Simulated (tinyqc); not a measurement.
Worked calculation: interface roughness in a thin film (subband fluctuation and scattering). Values are carried at full precision from step to step, so a last printed digit may differ when a step is redone from the rounded ones.

Square well of width t, barriers V0, c = hbar^2/2m0: E1 solves k t + 2 atan[(k/mz)/(kappa/mb)] = pi, k = sqrt(mz E/c), kappa = sqrt(mb (V0 - E)/c). One interface is rough, so the subband edge fluctuates by G dt with G = |dE1/dt| (central difference of 0.01 angstrom; 2 E1/t for hard walls).

Constants: hbar^2/2m0 = 3.80998211 eV angstrom^2; e^2/(4 pi eps0) = 14.39964547 eV angstrom; hbar = 6.58211957e-16 eV s.

Inputs chosen for the exercise (near those of a thin Si channel on (100), two-fold valleys; not measured data): t = 24 angstrom (film thickness); mz = 0.93 m0 (confinement mass); V0 = 3.08 eV (barrier); mb = 0.51 m0 (barrier mass); D = 2.8 angstrom (rms height of the roughness); md = 0.185 m0 (mass in the plane); gv = 2 (valleys); Lc = 16 angstrom (correlation length); Ns = 1.3 x 1e12/cm^2 (sheet density); eps = 7.9 (mean dielectric constant at the channel); Lg = 200 angstrom (gate length); Wg = 1000 angstrom (gate width).

## Sensitivity of the level to thickness

Give E1, G, the hard-wall values and the rms fluctuation G D.

E1 = 61.13 meV
G = |dE1/dt| = 4.7494 meV/angstrom

hard walls: E1 (meV) and G (meV/angstrom): 70.197  5.850

G D = 13.30 meV

Hard walls overstate G by a factor 1.23, and the scattering rate, which goes as G^2, by 1.52.

## The angular integrand

Gaussian roughness spectrum S(q) = pi D^2 Lc^2 exp(-q^2 Lc^2/4). Degenerate gas, taken to fill one subband (the second starts to fill once c kF^2/md exceeds E2 - E1, which is not tested here): kF = sqrt(2 pi Ns/gv), q = 2 kF sin(theta/2), 1/tau = (md/(2 pi c hbar)) G^2 times the integral from 0 to pi of S(q)(1 - cos theta)/eps(q)^2 dtheta, eps(q) = 1 + qs/q with screening (qs = gv md q0/(c eps), q0 = e^2/(4 pi eps0), form factors left out, which overstates the screening; other scattering is left out too, so these values lie far above measured mobilities in all but the thinnest films) or 1 without; mobility = tau c2/md with c2 = e/m0 = 1.75882e15 cm^2/(V s^2); 1e12/cm^2 = 1e-4/angstrom^2.

kF, qs, and exp(-q^2 Lc^2/4)(1 - cos theta) without and with the factor 1/eps^2 at theta = 30, 60, ..., 180 degrees.

kF = 0.02021 1/angstrom
qs = 0.1770 1/angstrom

Integrand:
```
theta  q (1/angstrom)   bare  eps(q)  screened
30             0.0105  0.133   17.92  0.000414
60             0.0202  0.487    9.76   0.00511
90             0.0286  0.949    7.19    0.0183
120            0.0350   1.39    6.06    0.0378
150            0.0390   1.69    5.53    0.0553
180            0.0404   1.80    5.38    0.0622
```

kF Lc = 0.32: the roughness is short-ranged for these electrons, and back-scattering dominates.

## Scattering time and mobility

Integrate over theta.

Results:
```
case      integral  tau (fs)  mobility (cm^2/(V s))
bare         2.906     206.1                   1959
screened   0.07753      7724              7.344e+04
```

Screening raises the mobility by a factor 37.5. With it kF l = 197, so by this rate the carriers are far from localisation. G D = 13.3 meV exceeds EF - E1 = 8.4 meV, though, so the gas breaks into puddles and this rate is not to be trusted.

## Threshold variation

Averaged over an area A = Lg Wg much larger than Lc^2, the thickness varies by D sqrt(pi Lc^2/A), so sigma(Vt) = G D Lc sqrt(pi/A)/e; the Pelgrom coefficient is sigma sqrt(A) (1 micrometre = 1e4 angstrom).

rms of the mean thickness = 0.178 angstrom
sigma(Vt) = 0.843 mV
coefficient = 0.0377 mV micrometre

The electrostatic effect of the thickness is left out.

## Checks

- G from the envelope at the wall, psi(t/2)^2 (E1 + c mz (kappa/mb)^2), against the difference quotient, meV/angstrom: both 4.749.
- Bare integral for Lc -> 0 against pi: both 3.1416.

Program tinyqc; command `OMP_NUM_THREADS=1 python tinyqc.py 1281231 1281232 out.jsonl`; about 0.01 s on one thread of a shared Intel(R) Xeon(R) Processor @ 2.30GHz.
